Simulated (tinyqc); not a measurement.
A log to judge: minimum-mode following (dimer method) and harmonic rate on a two-dimensional model surface. Computed by tinyqc. Command: `OMP_NUM_THREADS=1 python tinyqc.py 3007595 3007596 out.jsonl dimer walk`. One thread of a shared host (Intel(R) Xeon(R) Processor @ 2.30GHz), about 0.03 s of CPU time with the checks.

V(x, y) = -A (cos kx + cos ky) - B cos kx cos ky + (C sin ky + S sin kx)(1 - cos kx), k = 2 pi/a; the atom hops from the minimum at (0, 0) to that at (a, 0).

Inputs (values chosen for the exercise, for a model surface): amplitude A = 0.3 eV; amplitude B = -0.029 eV; skew C = 0.11 eV; asymmetry S = -0.05 eV; period a = 3.8 angstrom; start as a fraction of the way from minimum to saddle = 0.63; offset of the start in y = -0.084 angstrom; first angle of the dimer = -25 degrees; half length delta = 0.01 angstrom; step factor eta = 2.7 angstrom^2/eV.

Surface: adatom on a square lattice.

Method:
- Newton steps x(new) = x - H^-1 grad V (moves limited to 0.3 angstrom) from (0, 0), (a, 0) and (a/2, 0) give the two minima and the saddle.
- Dimer at R with unit axis N = (cos phi, sin phi) and normal T = (-sin phi, cos phi). Gradients g at R +/- delta N and at R +/- delta T give H N and H T by central differences, (g+ - g-)/(2 delta). With C_N = N.H N, C_T = T.H T and b = T.H N, rotate by theta = (1/2) atan2(-2b, C_T - C_N), the angle of least curvature C = (C_N + C_T)/2 - sqrt((C_N - C_T)^2/4 + b^2).
- Translate along F = -g + 2 (g.N) N if C < 0, else along F = (g.N) N, with the new axis: R(new) = R + eta F, the move limited to 0.2 angstrom.
- R0 = start minimum + fraction x (saddle - minimum) + (0, offset). Stop when |g| is below 1e-5 eV/angstrom, after 150 steps at most.

Course of the dimer:
```
step  x (angstrom)  y (angstrom)  E above the start (eV)  C (eV/angstrom^2)  |g| (eV/angstrom)
1          1.34524     -0.303066                0.326011          -0.027528           0.319808
2          1.53239     -0.373595                0.385298          -0.153723           0.300105
3          1.73208     -0.384822                0.440677          -0.375954           0.248037
4          1.93160     -0.371112                0.480266          -0.617094           0.147264
5          2.13014     -0.346919                0.495636          -0.790690           0.004204
6          2.14121     -0.349410                0.495634          -0.795491           0.005074
7          2.12847     -0.344372                0.495635          -0.790655           0.006566
8          2.14318     -0.354265                0.495648          -0.794852           0.009498
9          2.12605     -0.335181                0.495705          -0.792457           0.015441
...            ...           ...                     ...                ...                ...
142        2.14027     -0.434791                0.499697          -0.769063           0.092751
143        2.13097     -0.235007                0.502425          -0.831819           0.119885
144        2.14027     -0.434791                0.499697          -0.769063           0.092751
145        2.13097     -0.235007                0.502425          -0.831819           0.119885
146        2.14027     -0.434791                0.499697          -0.769063           0.092751
147        2.13097     -0.235007                0.502425          -0.831819           0.119885
148        2.14027     -0.434791                0.499697          -0.769063           0.092751
149        2.13097     -0.235007                0.502425          -0.831819           0.119885
150        2.14027     -0.434791                0.499697          -0.769063           0.092751
```

Can the last value be used, and what does the course show?

No. Not converged within 150 steps: the residual has stopped falling and repeats with period one or two: the iteration swings between two states. Reruns converge with step factor eta = 1.4; or with step factor eta = 0.45. Reruns still fail with step factor eta = 5.4; and with half length delta = 0.001.
